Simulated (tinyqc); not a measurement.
Inside a calculation: core-shell quantum dot (spherical envelope functions). Values are carried at full precision from step to step, so a last printed digit may differ when a step is redone from the rounded ones.

Parabolic bands; strain and other valleys are left out. s states, u = r psi, hard wall at R + H, c = hbar^2/2m0, energies from the band edges of the core. Core: u = sin(k1 r)/k1, k1 = sqrt(m1 E/c). At R, psi and psi'/m are continuous, so u is continuous and its slope in the shell is s = u/R + (m2/m1)(u' - u/R). Shell: u(R + x) = u(R) cos(k2 x) + s sin(k2 x)/k2, k2 = sqrt(m2 (E - V)/c); for negative arguments the functions turn into sinh and cosh. A level has u(R + H) = 0.

Constants: hbar^2/2m0 = 3.80998211 eV angstrom^2; e^2/(4 pi eps0) = 14.39964547 eV angstrom; hc = 1239.841984 eV nm.

Parameters, chosen for this exercise (near those of an InP/GaP core-shell dot; not measured data): R = 32 angstrom (core radius); H = 15 angstrom (shell thickness); Vc = 0.39 eV (conduction edge of the shell above that of the core); me1 = 0.08 m0 (electron, core); me2 = 0.129 m0 (electron, shell); E = 0.274 eV (trial energy of the electron); Vv = 0.319 eV (hole barrier of the shell); mh1 = 0.455 m0 (hole, core); mh2 = 0.491 m0 (hole, shell); Eg = 1.369 eV (gap of the core); eps = 10.4 (dielectric constant).

## Shooting at a trial energy

Carry the electron solution outwards.

k1^2 = 0.0057533 1/angstrom^2
k2^2 = -0.0039276 1/angstrom^2
u(R) = 8.637 angstrom
s = -1.3836
u(R + H) = -11.205 angstrom

u(R + H) is negative: one node has entered, so the lowest level lies below the trial energy.

## Ground states

Find the lowest root for electron and hole, and the share of u^2 inside the core.

Levels:
```
carrier   E (eV)  share in the core
electron  0.2186              0.869
hole      0.0588              0.973
```

The core holds 32 % of the volume. Both carriers sit mainly in the core, as the type I line-up favours.

## Overlap and Coulomb integrals

Overlap = (integral of u_e u_h)^2 with normalised u. Coulomb integrals J_ab = (q/eps) double integral of u_a(r)^2 u_b(s)^2/max(r, s), q = e^2/(4 pi eps0), one eps everywhere. Exciton E = Eg + E_e + E_h - J_eh; first-order biexciton shift J_ee + J_hh - 2 J_eh (positive: repulsive).

Integrate numerically.

overlap = 0.927

J_eh, J_ee, J_hh (meV): 59.1  54.6  65.5

## Exciton and biexciton

Give E, the wavelength hc/E and the biexciton shift.

E = 1.587 eV
wavelength = 781 nm
biexciton shift = 2 meV

At first order the shift is the Coulomb integral of the net charge density with itself and cannot be negative; correlation, left out here, lowers it, and may reverse a shift as small as this.

## Checks

- Level without offset and mass step against c (pi/(R + H))^2/m, eV: both 0.2128.
- J_ee in that case against 1.786 q/(eps (R + H)), meV: both 52.6.

Run: tinyqc, `OMP_NUM_THREADS=1 python tinyqc.py 1282378 1282379 out.jsonl`; Intel(R) Xeon(R) Processor @ 2.30GHz, one thread, shared host; about 0.04 s of CPU time with all checks.
